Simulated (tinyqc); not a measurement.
Width of the well: finite square well with mass mismatch (envelope functions).

A square well of width L and depth V0, mass mw inside and mb outside, energies from the bottom of the well, c = hbar^2/2m0. k = sqrt(mw E/c), kappa = sqrt(mb (V0 - E)/c). psi and psi'/m are continuous at the walls (BenDaniel-Duke), so level n solves k L + 2 atan[(k/mw)/(kappa/mb)] = n pi.

Constants: hbar^2/2m0 = 3.80998211 eV angstrom^2.

Parameters, chosen for this exercise (near those of a non-polar GaN well in AlN; the results hold for these values, not for the real material): V0 = 1.975 eV (barrier height); mw = 0.2 m0 (mass in the well); mb = 0.333 m0 (mass in the barrier); Ls = (8, 11, 16, 22, 31, 43, 60) angstrom (widths).

Levels against L, beside the infinite well E1(hard) = c (pi/L)^2/mw; Pb is the probability of level 1 in the barriers; a dash marks an unbound level.

Levels:

| L (angstrom) | bound levels | E1 (eV) | E2 (eV) | E1(hard) (eV) | Pb |
|---|---|---|---|---|---|
| 8 | 1 | 0.7378 | - | 2.9377 | 0.188 |
| 11 | 2 | 0.5234 | 1.8909 | 1.5538 | 0.111 |
| 16 | 2 | 0.3274 | 1.2924 | 0.7344 | 0.055 |
| 22 | 3 | 0.2092 | 0.8369 | 0.3885 | 0.028 |
| 31 | 4 | 0.1237 | 0.4956 | 0.1956 | 0.013 |
| 43 | 5 | 0.0723 | 0.2895 | 0.1017 | 0.006 |
| 60 | 7 | 0.0407 | 0.1627 | 0.0522 | 0.002 |

The infinite well overestimates E1 by a factor 3.98 at 8 angstrom and 1.28 at 60 angstrom. The local exponent d ln E1/d ln L goes from -1.08 (first two rows) to -1.73 (last two), towards the -2 of hard walls, as Pb falls from 0.188 to 0.002. E2 - E1 is largest at 11 angstrom of the widths listed. Non-parabolicity, which grows with the level, already counts at a few tenths of an eV, and levels above about 0.5 eV lie beyond a parabolic band.

(tinyqc, `OMP_NUM_THREADS=1 python tinyqc.py 1251224 1251225 out.jsonl`, Intel(R) Xeon(R) Processor @ 2.30GHz, 1 thread, shared host, about 0.01 s.)
